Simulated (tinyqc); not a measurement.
# On-chip interconnect, size-dependent resistivity and RC delay: two studies

A rectangular line between two neighbours and two ground planes. Surface and grain-boundary scattering are added to the bulk resistivity as corrections; capacitances are parallel-plate values without fringing; inductance is ignored.

Parameters, values chosen for the exercise; metal values close to those of copper: bulk resistivity rho0 = 1.63 uohm cm; bulk mean free path lam = 40.6 nm; specular share of surface scattering ps = 0; reflection coefficient of grain boundaries Rg = 0.29; grain size over the metal width gr = 1; drawn line width wd = 17 nm; aspect ratio, height over width AR = 1.6; liner on both walls and the bottom, not conducting tl = 1.8 nm; space to the neighbouring lines sp = 17 nm; dielectric height to the planes above and below hd = 39 nm; relative permittivity of the dielectric ek = 2.2; Miller factor of the neighbours Mf = 2; driver resistance Rd = 380 ohm; load capacitance Cl = 0.077 fF; bulk resistivity of the second metal (close to tungsten) rho2 = 5.16 uohm cm; mean free path of the second metal lam2 = 15.4 nm; liner of the second metal tl2 = 0.6 nm.

Constants: eps0 = 8.8541878128e-12 F/m. Results are converted to the units shown.

Each table varies one quantity; the others keep the values above.

## Delay against the line length

Metal width x = wd - 2 tl, height y = AR wd - tl; grain boundaries (Mayadas-Shatzkes): al = (lam/(gr x)) Rg/(1 - Rg), g = 1/[1 - 3 al/2 + 3 al^2 - 3 al^3 ln(1 + 1/al)] - 1; surfaces (Fuchs-Sondheimer, thick limit): s = (3/8) lam (1 - ps)(1/x + 1/y); rho = rho0 (1 + g + s); r = rho/(x y); c = eps0 ek (2 wd/hd + 2 Mf AR wd/sp). Elmore delay tE = Rd (c Lw + Cl) + r Lw (c Lw/2 + Cl); t50 is the time at which the far end of a ladder of 30 pi sections (half capacitances at both ends, Cl at the far end, a step applied through Rd) reaches half the step; line share r Lw/(Rd + r Lw); estimate 0.69 Rd (c Lw + Cl) + 0.38 r c Lw^2 + 0.69 r Lw Cl.

The same in every row: rho (uohm cm) = 7.226; r (ohm/um) = 212.3; c (fF/um) = 0.1416.

Results:

| Lw (um) | tE (ps) | t50 (ps) | estimate (ps) | line share of the resistance (%) |
|---|---|---|---|---|
| 1 | 0.1145 | 0.08181 | 0.08004 | 35.84 |
| 7 | 1.257 | 0.9420 | 0.9191 | 79.64 |
| 20 | 7.447 | 5.629 | 5.560 | 91.79 |
| 50 | 41.13 | 31.14 | 31.01 | 96.54 |
| 100 | 157.4 | 119.2 | 119.1 | 98.24 |
| 400 | 2434 | 1844 | 1848 | 99.55 |
| 1000 | 1.511e4 | 1.144e4 | 1.148e4 | 99.82 |
| 3000 | 1.355e5 | 1.027e5 | 1.030e5 | 99.94 |

Estimate the missing row, Lw = 3 um.

Computed row:

| Lw (um) | tE (ps) | t50 (ps) | estimate (ps) | line share of the resistance (%) |
|---|---|---|---|---|
| 3 | 0.3751 | 0.2762 | 0.2683 | 62.63 |

With this row back in the table: As Lw goes from 1 to 3000, r stays at 212 ohm/um, c stays at 0.142 fF/um and t50 rises from 0.0818 to 1.03e5 ps. t50/tE lies between 0.715 and 0.757, and the estimate is within 2.9 % of t50. The delay goes as Lw^(1.11) for the shortest lines and Lw^(2.00) for the longest; the line resistance equals Rd at 1.79 um.

## Two metals against line width

Metal width x = wd - 2 tl, height y = AR wd - tl; grain boundaries (Mayadas-Shatzkes): al = (lam/(gr x)) Rg/(1 - Rg), g = 1/[1 - 3 al/2 + 3 al^2 - 3 al^3 ln(1 + 1/al)] - 1; surfaces (Fuchs-Sondheimer, thick limit): s = (3/8) lam (1 - ps)(1/x + 1/y); rho = rho0 (1 + g + s); r = rho/(x y). The second metal has rho2, lam2 and tl2 in place of rho0, lam and tl; ps, Rg, gr and AR are shared.

Result of one run:

| wd (nm) | rho, first (uohm cm) | rho, second (uohm cm) | r, first (ohm/um) | r, second (ohm/um) | ratio second/first |
|---|---|---|---|---|---|
| 8 | 17.81 | 18.57 | 3680 | 2239 | 0.6083 |

What becomes of these results when the drawn line width wd is changed from 8 to 45 nm, all else the same?

Result of the changed run:

| wd (nm) | rho, first (uohm cm) | rho, second (uohm cm) | r, first (ohm/um) | r, second (ohm/um) | ratio second/first |
|---|---|---|---|---|---|
| 45 | 3.503 | 7.329 | 12.05 | 23.44 | 1.944 |

The whole series:

| wd (nm) | rho, first (uohm cm) | rho, second (uohm cm) | r, first (ohm/um) | r, second (ohm/um) | ratio second/first |
|---|---|---|---|---|---|
| 6.5 | 25.60 | 22.23 | 1.026e4 | 4280 | 0.4170 |
| 8 | 17.81 | 18.57 | 3680 | 2239 | 0.6083 |
| 10 | 12.98 | 15.60 | 1428 | 1151 | 0.8063 |
| 13 | 9.495 | 13.01 | 531.6 | 545.7 | 1.027 |
| 17 | 7.226 | 11.06 | 212.3 | 263.2 | 1.240 |
| 22 | 5.751 | 9.670 | 93.57 | 134.4 | 1.436 |
| 30 | 4.534 | 8.437 | 37.17 | 61.80 | 1.663 |
| 45 | 3.503 | 7.329 | 12.05 | 23.44 | 1.944 |
| 70 | 2.810 | 6.549 | 3.840 | 8.545 | 2.225 |
| 120 | 2.310 | 5.969 | 1.043 | 2.625 | 2.516 |

The resistivity of the first metal falls from 25.6 to 2.31 uohm cm and that of the second goes from 22.2 to 5.97 uohm cm as the line widens. The products rho0 lam, which set the size effect, are 66.2 and 79.5 uohm cm nm. The two resistances cross at wd = 12.6 nm: below it the second metal gives the lower line resistance. For widths well under the mean free path the thick-limit surface term is only a guide.

Range of the model: The metal width is under the mean free path, where the thick-limit surface term and the simple sum of corrections lose accuracy.

tinyqc, about 0.01 s, one thread, Intel Xeon 2.30GHz (shared host): `OMP_NUM_THREADS=1 python tinyqc.py 2100035 2100036 out.jsonl`
